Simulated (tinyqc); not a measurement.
Strain-driven crossing of the Gamma and L valleys in a germanium-like crystal: sweeps and comparisons. A value that a table varies takes the place of the one given here.

Biaxial loads: e0 is the in-plane strain e_par and the normal is free. (001): e_perp = -2 (C12/C11) e_par; exx = eyy = e_par, ezz = e_perp, no shear. (111): e_perp = -(2 C11 + 4 C12 - 4 C44)/(C11 + 2 C12 + 4 C44) e_par; exx = eyy = ezz = (2 e_par + e_perp)/3 and exy = eyz = ezx = (e_perp - e_par)/3. (110): e_perp = -(C11 + 3 C12 - 2 C44)/(C11 + C12 + 2 C44) e_par; exx = eyy = (e_par + e_perp)/2, ezz = e_par, exy = (e_perp - e_par)/2, eyz = ezx = 0. Uniaxial loads: a stress along n, scaled so that n.e.n = e0, with exx = s11 sxx + s12 (syy + szz), exy = s44 sxy/2, s11 = (C11 + C12)/((C11 - C12)(C11 + 2 C12)), s12 = -C12/((C11 - C12)(C11 + 2 C12)), s44 = 1/C44.

Edges from the unstrained valence top: Gamma at Eg + ac tr(e); an L valley with unit axis u at EgL + aL tr(e) + XuL (u.e.u - tr(e)/3), u along [111], [1-1-1], [-11-1], [-1-11]; valence edges are the levels of the 6 x 6 matrix of X, Y, Z times spin with -Dso/3 + l exx + m (eyy + ezz) on the diagonal (cyclic), n exy off it, l = av + 2 b, m = av - b, n = sqrt(3) d. Spin-orbit term (Dso/3) L.sigma on X, Y, Z with (L_k)_ij = -i epsilon_kij: <X+|H|Y+> = -i Dso/3, <X+|H|Z-> = Dso/3, <Y+|H|Z-> = -i Dso/3, <Z+|H|X-> = -Dso/3, <Z+|H|Y-> = i Dso/3, <X-|H|Y-> = i Dso/3, and their conjugates; + and - are the spin along z.

Constants: kB = 8.617333262e-05 eV/K.

Values chosen for the exercise (near those of Ge, gaps at low temperature; the results hold for these values, not for the real material): Eg = 0.887 eV (gap at Gamma to the s-like level); EgL = 0.74 eV (gap to L); Dso = 0.287 eV (spin-orbit splitting); ac = -8.24 eV (conduction deformation potential); av = 1.23 eV (valence hydrostatic potential); b = -2.59 eV (tetragonal shear potential); d = -5.34 eV (trigonal shear potential); aL = -1.77 eV (hydrostatic potential of the L edge, Xd + Xu/3); XuL = 15.53 eV (uniaxial potential, L); C11 = 127.5 GPa; C12 = 48.8 GPa; C44 = 65.7 GPa; load = uniaxial [100] (kind of strain); mG = 0.0413 m0 (mass at Gamma); mL = 0.565 m0 (density-of-states mass of the four L valleys together); T = 200 K (temperature); e0 = 0.0447 (size of the strain).

## Which strain makes the gap direct

For tension the difference Gamma minus lowest L is linear in e0; slope per 1 % and the e0 at which it vanishes (a dash: no crossing below 15 %), with the gap there.

Results:

| load | slope (meV per 1 %) | crossing e0 (%) | gap at the crossing (eV) |
|---|---|---|---|
| biaxial (001) | -79.9 | 1.84 | 0.553 |
| biaxial (110) | -23.7 | 6.20 | -0.477 |
| biaxial (111) | 38.8 | - | - |
| uniaxial [100] | -28.9 | 5.09 | 0.504 |
| uniaxial [111] | -3.8 | - | - |
| uniaxial [110] | 14.4 | - | - |

The smallest strain is needed for biaxial (001) (1.84 %), then uniaxial [100] (5.09 %). No crossing below 15 % is found for biaxial (111), uniaxial [111] and uniaxial [110]: shear splits the L valleys and pulls the lowest down nearly as fast as, or faster than, Gamma. Loads without off-diagonal strain, (001) and [100], gain (ac - aL) tr(e) = -65 meV per 1 % of volume. Crossings beyond about 3 % are sensitive to second-order terms, left out here. For uniaxial [111] the slope is a near cancellation, so terms beyond this linear model decide. A gap at or below zero marks a crossing beyond the range of this linear model.

## Sweep of a uniaxial [100] strain

The valence splitting is the distance of the top two edges. Share in Gamma = mG^(3/2)/(mG^(3/2) + (mL^(3/2)/4) sum_i exp(-(E_Li - E_Gamma)/kT)).

Results:

| e0 (%) | direct gap (eV) | indirect gap (eV) | Gamma - L (meV) | valence splitting (meV) | share in Gamma (%) |
|---|---|---|---|---|---|
| 0.00 | 0.887 | 0.740 | 147 | 0 | 0.000390 |
| 0.80 | 0.827 | 0.703 | 124 | 48 | 0.00149 |
| 1.60 | 0.766 | 0.666 | 101 | 84 | 0.00570 |
| 2.40 | 0.706 | 0.628 | 78 | 110 | 0.0218 |
| 3.20 | 0.646 | 0.591 | 55 | 127 | 0.0832 |
| 4.00 | 0.586 | 0.554 | 31 | 139 | 0.317 |
| 4.80 | 0.525 | 0.517 | 8 | 148 | 1.20 |
| 5.60 | 0.465 | 0.480 | -15 | 154 | 4.44 |

Gamma drops below the lowest L valley between e0 = 4.80 and 5.60 %. The direct gap goes from 0.887 to 0.465 eV; of that change -0.185 eV comes from the rise of the valence top through the shear terms and the rest from the volume. The share in Gamma goes from 0.000390 to 4.44 %. Beyond about 3 % terms of second order in the strain, left out here, matter.

## What each parameter does

Direct gap, Gamma minus the lowest L edge and the valence splitting. Each row changes one parameter from the base and keeps the others.

Results:

| case | direct gap (eV) | Gamma - L (meV) | valence splitting (meV) |
|---|---|---|---|
| base | 0.5502 | 17.9 | 144.9 |
| aL = -2.0355 eV | 0.5502 | 23.2 | 144.9 |
| e0 = 0.0514 | 0.4997 | -1.5 | 151.1 |
| av = 1.4145 eV | 0.5465 | 17.9 | 144.9 |
| Dso = 0.33005 eV | 0.5502 | 17.9 | 158.7 |
| C44 = 75.555 GPa | 0.5502 | 17.9 | 144.9 |
| XuL = 17.8595 eV | 0.5502 | 17.9 | 144.9 |
| b = -2.2015 eV | 0.5724 | 17.9 | 136.8 |

The largest shifts from the base row, up to three for each result and ties (the steps differ in size, so this ranks the rows, not the parameters). direct gap (eV): e0 -0.0505, b +0.0222, av -0.0037; unchanged at the printed digits by aL, Dso, C44 and XuL. Gamma - L (meV): e0 -19.4, aL +5.3; unchanged at the printed digits by av, Dso, C44, XuL and b. valence splitting (meV): Dso +13.8, b -8.1, e0 +6.2; unchanged at the printed digits by aL, av, C44 and XuL.

(tinyqc, `OMP_NUM_THREADS=1 python tinyqc.py 1051339 1051340 out.jsonl`, Intel(R) Xeon(R) Processor @ 2.30GHz, 1 thread, shared host, about 0.01 s.)
